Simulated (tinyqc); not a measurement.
Carrier lifetime of a p-type layer with SRH, radiative, Auger and surface recombination: two steps of the calculation.

Uniform excess density dn = dp (no trapping), n = n0 + dn, p = p0 + dn, Boltzmann statistics, full ionisation. Surfaces enter as a rate 2 S dn/d, which holds while diffusion to them is fast.

Inputs (values chosen for the exercise); band and dielectric values close to those of cadmium telluride: temperature T = 300 K; radiative coefficient B = 2.04e-10 cm^3/s; Auger coefficient (two electrons) Cn = 2.9e-30 cm^6/s; Auger coefficient (two holes) Cp = 6.6e-31 cm^6/s; surface recombination velocity (both faces) S = 0 cm/s; sample thickness d = 200 um; generation rate G = 2.8e20 cm^-3 s^-1.

Constants: q = 1.602176634e-19 C, kB = 1.380649e-23 J/K, Vt = kB T/q. Results are converted to the units shown.

Question 1. New dn. With e = n p - ni^2 = dn (n0 + p0 + dn): U_SRH = e/(tp0 (n + n1) + tn0 (p + p1)), U_rad = B e, U_Aug = (Cn n + Cp p) e, U_s = 2 S dn/d. Newton step on ln U(ln dn) = ln G, U the sum: k = d ln U/d ln dn (central difference over factors 1.0001), dn(new) = dn (G/U)^(1/k).

dn at the start = 2e15 cm^-3
n0 = 1.6756294e-4 cm^-3
p0 = 2.5e15 cm^-3
n1 = 131.13417 cm^-3
p1 = 3.1944942e9 cm^-3
tn0 = 2.0661157e-6 s
tp0 = 2.0661157e-4 s

Give: U_SRH; U_rad; U_Aug; U_s; k; dn after iteration 1.

Answer 1.

U_SRH = 2.130e19 cm^-3 s^-1
U_rad = 1.836e21 cm^-3 s^-1
U_Aug = 7.893e16 cm^-3 s^-1
U_s = 0 cm^-3 s^-1
k = 1.433
dn after iteration 1 = 5.341e14 cm^-3

Question 2. Lifetime, shares and quasi-Fermi splitting. tau = dn/U, shares of U, splitting Vt ln(n p/ni^2), radiative efficiency U_rad/U.

converged dn = 4.4396719e14 cm^-3
ni = 6.4723052e5 cm^-3
n0 = 1.6756294e-4 cm^-3
p0 = 2.5e15 cm^-3
n1 = 131.13417 cm^-3
p1 = 3.1944942e9 cm^-3
tn0 = 2.0661157e-6 s
tp0 = 2.0661157e-4 s

Find: tau; shares; quasi-Fermi splitting.

Answer 2.

tau = 1.586e-6 s
shares (%): SRH 4.77, radiative 95.23, Auger 0.00, surface 0.00
quasi-Fermi splitting = 1.101 V

Radiative recombination takes the largest share. dn is 0.18 times the doping: intermediate injection.

Numbers from tinyqc (`OMP_NUM_THREADS=1 python tinyqc.py 2300125 2300126 out.jsonl`; about 0.01 s on one thread of a shared Intel Xeon 2.30GHz).
